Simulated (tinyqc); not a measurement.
What each change does: thin (001) film in sp3s* tight binding with raised dangling bonds.

Planes alternate anion (a), cation (c) along [001], a/4 apart, starting with an anion; zero in-plane momentum; levels counted from the bulk Ev, the lower root of [[Epa, Vxx], [Vxx, Epc]]; no spin-orbit coupling. Block of s, pz, s*: from an anion to the cation above, Vss/2 (s,s), Vsapc/2 (s,z), -Vscpa/2 (z,s), Vxx/2 (z,z), Vxapc/2 (s*,z), -Vpaxc/2 (z,s*); to the cation below the same with the s-z and s*-z signs reversed. Block of u = (px + py)/sqrt2 and v = (px - py)/sqrt2: to the cation above (Vxx + Vxy)/2 for u and (Vxx - Vxy)/2 for v, to the cation below the reverse. Each surface atom has two dangling sp3 hybrids; raising both by dl adds (dl/2) [[1, t], [t, 1]] to its s, pz levels (t = -1 at the bottom face, +1 at the top) and dl to the one of u, v in whose plane the missing bonds lie (v for a bottom anion or a top cation, u for a top anion).

Values chosen for the exercise (out of a larger set: near a published set for InAs, fitted to gaps, whose masses and valley positions are rough; not measured data):
- p = (-9.525, 0.908, -2.727, 3.708, 7.395, 6.747, -5.615, 1.841, 4.465, 3.026, 5.429, 3.361, 3.921) eV (order Esa, Epa, Esc, Epc, Exa, Exc, Vss, Vxx, Vxy, Vsapc, Vscpa, Vxapc, Vpaxc)
- Nw = 22 (planes in the thicker film)
- dp = 30 eV (value of dl for the passivated films)

edges (eV): Gamma 0.44250, Delta 2.28164

A film of Nw planes with shift dp: highest level below mid-gap (half the lower bulk edge) and the two lowest above. Each row changes one parameter from the base and keeps the others.

Results:

| case | Ev1 (eV) | Ec1 (eV) | Ec2 (eV) |
|---|---|---|---|
| base | -0.0540 | 0.5914 | 1.0888 |
| Nw = 26 | -0.0404 | 0.5658 | 0.9799 |
| dp = 60 eV | -0.0540 | 0.6114 | 1.1111 |

The largest shifts from the base row, up to three for each result and ties (the steps differ in size, so this ranks the rows, not the parameters). Ev1 (eV): Nw +0.0136; unchanged at the printed digits by dp. Ec1 (eV): Nw -0.0256, dp +0.0200. Ec2 (eV): Nw -0.1089, dp +0.0223. An odd change of Nw also changes which atoms end the film, so levels need not move as thickness alone would move them; the row for dp shows how far the passivation is from converged.

Computed by tinyqc, a small Python program: `OMP_NUM_THREADS=1 python tinyqc.py 1480431 1480432 out.jsonl` (the numbers bound the seed that draws the inputs); one thread of a shared host (Intel(R) Xeon(R) Processor @ 2.30GHz), about 0.5 s for the whole set of steps.
